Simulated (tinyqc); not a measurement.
# Worked calculation: on-chip interconnect, size-dependent resistivity and RC delay

Numbers from tinyqc (`OMP_NUM_THREADS=1 python tinyqc.py 2100141 2100142 out.jsonl`; about 0.01 s on one thread of a shared Intel Xeon 2.30GHz). Printed values are rounded.

A rectangular line between two neighbours and two ground planes. Surface and grain-boundary scattering are added to the bulk resistivity as corrections; capacitances are parallel-plate values without fringing; inductance is ignored.

Values chosen for this exercise; metal values close to those of copper: bulk resistivity rho0 = 1.65 uohm cm; bulk mean free path lam = 40.1 nm; specular share of surface scattering ps = 0.5; reflection coefficient of grain boundaries Rg = 0.57; grain size over the metal width gr = 1; drawn line width wd = 99 nm; aspect ratio, height over width AR = 1.4; liner on both walls and the bottom, not conducting tl = 2 nm; space to the neighbouring lines sp = 99 nm; dielectric height to the planes above and below hd = 160 nm; relative permittivity of the dielectric ek = 2.5; Miller factor of the neighbours Mf = 1; line length Lw = 260 um; driver resistance Rd = 6400 ohm; load capacitance Cl = 2.4 fF; time step dt = 47 ps.

Constants: eps0 = 8.8541878128e-12 F/m. Results are converted to the units shown.

## Resistivity, resistance and capacitance per length

Metal width x = wd - 2 tl, height y = AR wd - tl; grain boundaries (Mayadas-Shatzkes): al = (lam/(gr x)) Rg/(1 - Rg), g = 1/[1 - 3 al/2 + 3 al^2 - 3 al^3 ln(1 + 1/al)] - 1; surfaces (Fuchs-Sondheimer, thick limit): s = (3/8) lam (1 - ps)(1/x + 1/y); rho = rho0 (1 + g + s); r = rho/(x y); c = eps0 ek (2 wd/hd + 2 Mf AR wd/sp).

x = 95 nm
y = 136.6 nm
al = 0.559535
g = 0.781765
s = 0.134187
rho = 3.16132 uohm cm
r = 2.43609 ohm/um
c = 0.0893720 fF/um

rho is 1.92 times the bulk value; grain boundaries add more (0.782 against 0.134). The liner takes 5.43 % of the cross-section.

## Ladder and Elmore delays

6 equal pi sections: series Rs = r Lw/6; node capacitances c Lw/6, halved at nodes 0 and 6, with Cl added to node 6; Rd feeds node 0. Elmore delay of node k: the sum, over the resistors on the path to k, of resistance times all capacitance downstream of it.

Rs = 105.564 ohm

| node | C (fF) | Elmore delay (ps) |
|---|---|---|
| 0 | 1.93639 | 164.075 |
| 1 | 3.87278 | 166.577 |
| 2 | 3.87278 | 168.670 |
| 3 | 3.87278 | 170.354 |
| 4 | 3.87278 | 171.630 |
| 5 | 3.87278 | 172.496 |
| 6 | 4.33639 | 172.954 |

The far-end value equals Rd (c Lw + Cl) + r Lw (c Lw/2 + Cl) for any number of pi sections; the line resistance contributes 5.13 % of it.

## Step 1: node voltages after a time step

| node | v at t = 0 (V) |
|---|---|
| 0 | 0 |
| 1 | 0 |
| 2 | 0 |
| 3 | 0 |
| 4 | 0 |
| 5 | 0 |
| 6 | 0 |

A 1 V step is applied behind Rd at t = 0. C dv/dt = -G v + b, with G the conductance matrix of the ladder (1/Rs between neighbours, 1/Rd added at node 0) and b = (1 V/Rd, 0, ...). Trapezoidal step: (C/dt + G/2) v(new) = (C/dt - G/2) v + b.

| node | v at t = 1 dt (V) |
|---|---|
| 0 | 0.301609 |
| 1 | 0.276219 |
| 2 | 0.255634 |
| 3 | 0.239496 |
| 4 | 0.227525 |
| 5 | 0.219512 |
| 6 | 0.215317 |

## Step 2: node voltages after a time step

As before.

| node | v at t = 2 dt (V) |
|---|---|
| 0 | 0.418039 |
| 1 | 0.423324 |
| 2 | 0.426362 |
| 3 | 0.427923 |
| 4 | 0.428596 |
| 5 | 0.428809 |
| 6 | 0.428844 |

## Course in time

A 1 V step is applied behind Rd at t = 0. C dv/dt = -G v + b, with G the conductance matrix of the ladder (1/Rs between neighbours, 1/Rd added at node 0) and b = (1 V/Rd, 0, ...). Trapezoidal step: (C/dt + G/2) v(new) = (C/dt - G/2) v + b. The last column solves the same ladder exactly by its modes.

Voltages (V):

| t (ps) | node 0 | node 3 | node 6 | node 6, exact |
|---|---|---|---|---|
| 47.00 | 0.3016 | 0.2395 | 0.2153 | 0.2284 |
| 94.00 | 0.4180 | 0.4279 | 0.4288 | 0.4147 |
| 141.0 | 0.6076 | 0.5628 | 0.5484 | 0.5560 |
| 188.0 | 0.6589 | 0.6733 | 0.6739 | 0.6633 |
| 235.0 | 0.7820 | 0.7481 | 0.7400 | 0.7446 |
| 282.0 | 0.7979 | 0.8139 | 0.8139 | 0.8062 |
| 329.0 | 0.8812 | 0.8544 | 0.8503 | 0.8530 |
| 376.0 | 0.8783 | 0.8944 | 0.8937 | 0.8885 |
| 423.0 | 0.9374 | 0.9154 | 0.9139 | 0.9154 |
| 470.0 | 0.9250 | 0.9406 | 0.9392 | 0.9359 |
| 517.0 | 0.9691 | 0.9504 | 0.9506 | 0.9513 |
| 564.0 | 0.9522 | 0.9670 | 0.9652 | 0.9631 |

The far end of the ladder reaches 0.5 V at 120.8 ps, 0.698 of its Elmore delay (ln 2 = 0.693 for a single pole); the slowest mode has a time constant of 170.1 ps. The largest error of the trapezoidal steps at that node is 14 mV. Node 0 swings up and down from step to step: the trapezoidal rule does not damp modes much faster than dt, so these swings are numerical.
